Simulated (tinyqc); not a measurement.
# Frequency dispersion of an accumulation capacitance by border traps, distributed model: two studies

Traps spread evenly through the insulator exchange electrons with the semiconductor by tunnelling, with tau(x) = t0 exp(2 ka x) at depth x from the interface. The admittance per area Y seen at depth x obeys dY/dx = -Y^2/(i w eps0 eox) + q Nb ln(1 + i w tau)/tau, with Y(0) = i w Cs and w = 2 pi f; the gate sees Y(tox) = G + i w C. Working variable y = Y/(i w), in uF/cm^2. Cox = eps0 eox/tox.

Values chosen for this exercise; permittivity close to that of silicon dioxide:
- eox = 3.74 (relative permittivity of the insulator)
- tox = 11 nm (insulator thickness)
- Cs = 2.1 uF/cm^2 (semiconductor capacitance in accumulation)
- Nb = 9.1e19 cm^-3 eV^-1 (density of border traps)
- ka = 4.2 1/nm (decay constant of the wave function in the insulator)
- t0 = 7e-10 s (time constant of a trap at the interface)
- f = 1e5 Hz (frequency)

Constants: q = 1.602176634e-19 C, eps0 = 8.8541878128e-14 F/cm where lengths are in cm. Results are converted to the units shown.

Each table varies one quantity; the others keep the values above.

## Capacitance and loss against frequency

Cox; trap-free value 1/(1/Cox + 1/Cs); response depth d = ln(1/(w t0))/(2 ka), where w tau = 1; lumped estimate: all traps within d act as C_bt = q Nb d placed at d/2, so C = 1/{1/[1/(1/Cs + d/(2 eps0 eox)) + C_bt] + (tox - d/2)/(eps0 eox)}. C and G from a fine integration; dispersion -d C/d log10 f over C, from f times and over 1.1. For a broad spread of time constants G/w is close to -(pi/2) dC/d ln w.

The same in every row: trap-free C (uF/cm^2) = 0.2633.

Capacitance and loss against frequency:

| f (Hz) | d (nm) | C (uF/cm^2) | G/w (uF/cm^2) | dispersion (% a decade) | -(pi/2) dC/d ln w (uF/cm^2) | lumped C (uF/cm^2) |
|---|---|---|---|---|---|---|
| 10 | 2.017 | 0.3203 | 0.005824 | 2.664 | 0.005819 | 0.3073 |
| 100 | 1.742 | 0.3119 | 0.005537 | 2.600 | 0.005533 | 0.3016 |
| 1000 | 1.468 | 0.3040 | 0.005277 | 2.542 | 0.005273 | 0.2959 |
| 10000 | 1.194 | 0.2965 | 0.005041 | 2.491 | 0.005037 | 0.2900 |
| 1e5 | 0.9201 | 0.2892 | 0.004831 | 2.446 | 0.004827 | 0.2841 |
| 1e6 | 0.6460 | 0.2823 | 0.004645 | 2.411 | 0.004643 | 0.2780 |
| 1e7 | 0.3719 | 0.2756 | 0.004463 | 2.391 | 0.004496 | 0.2718 |

C falls from 0.3203 to 0.2756 uF/cm^2, towards the trap-free 0.2633; each decade of frequency removes ln 10/(2 ka) = 0.274 nm from the response depth. The dispersion falls from 2.66 to 2.39 % a decade and G/w falls from 0.00582 to 0.00446 uF/cm^2. G/w lies between 0.993 and 1.00 times -(pi/2) dC/d ln w, the relation for a broad spread of time constants.

## Effect of the insulator thickness

Same model as above.

The same in every row: d (nm) = 0.9201.

Results:

| tox (nm) | C (uF/cm^2) | G/w (uF/cm^2) | dispersion (% a decade) | -(pi/2) dC/d ln w (uF/cm^2) | lumped C (uF/cm^2) | trap-free C (uF/cm^2) |
|---|---|---|---|---|---|---|
| 2 | 1.346 | 0.1050 | 11.32 | 0.1039 | 1.247 | 0.9258 |
| 2.8 | 1.017 | 0.05988 | 8.576 | 0.05948 | 0.9582 | 0.7566 |
| 3.9 | 0.7605 | 0.03345 | 6.424 | 0.03333 | 0.7268 | 0.6046 |
| 7.5 | 0.4165 | 0.01002 | 3.522 | 0.01001 | 0.4060 | 0.3648 |
| 10 | 0.3169 | 0.005800 | 2.680 | 0.005794 | 0.3108 | 0.2860 |
| 14 | 0.2292 | 0.003033 | 1.939 | 0.003031 | 0.2259 | 0.2126 |
| 20 | 0.1619 | 0.001514 | 1.370 | 0.001513 | 0.1603 | 0.1535 |

Estimate the missing row, tox = 5.4 nm.

Computed row:

| tox (nm) | C (uF/cm^2) | G/w (uF/cm^2) | dispersion (% a decade) | -(pi/2) dC/d ln w (uF/cm^2) | lumped C (uF/cm^2) | trap-free C (uF/cm^2) |
|---|---|---|---|---|---|---|
| 5.4 | 0.5659 | 0.01850 | 4.783 | 0.01846 | 0.5468 | 0.4746 |

With this row back in the table: As tox goes from 2 to 20, C falls from 1.35 to 0.162 uF/cm^2, the dispersion falls from 11.3 to 1.37 % a decade and G/w falls from 0.105 to 0.00151 uF/cm^2. The lumped estimate is 7.3 % below C in the first row and 1.0 % below it in the last.

Numbers from tinyqc (`OMP_NUM_THREADS=1 python tinyqc.py 2202161 2202162 out.jsonl`; about 0.7 s on one thread of a shared Intel Xeon 2.30GHz).
